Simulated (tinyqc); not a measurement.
From results back to parameters: coherent potential approximation for a binary alloy with a semi-elliptic band. Two cases, with inputs chosen for the exercise.

Problem. With levels eA = -x d and eB = (1 - x) d on a semi-elliptic band of half width W, the alloy density has second moment W^2/4 + x (1 - x) d^2 and third moment x (1 - x)(1 - 2x) d^3 about its centre (exact, and kept by the CPA). The moments below come from hidden x and d > 0.

Case 1.

Values chosen: W = 1.5 eV (half width of the pure band).
second moment = 0.575612 eV^2
third moment = 0.003115 eV^3

Case 2.

Values chosen: W = 1.3 eV (half width of the pure band).
second moment = 0.605874 eV^2
third moment = 0.137970 eV^3

Find: d; x.

Solution. v = m2 - W^2/4 = x (1 - x) d^2 and u = m3/v = (1 - 2x) d; then d^2 = u^2 + 4v and x = (1 - u/d)/2.

Case 1.

d = 0.33 eV
x = 0.14

Case 2.

d = 1.14 eV
x = 0.17

Computed by tinyqc, one run a case: `OMP_NUM_THREADS=1 python tinyqc.py N N+1 out.jsonl` with N = 1482333, 1482386; one thread of a shared Intel(R) Xeon(R) Processor @ 2.30GHz, about 0.01 s a run at most.
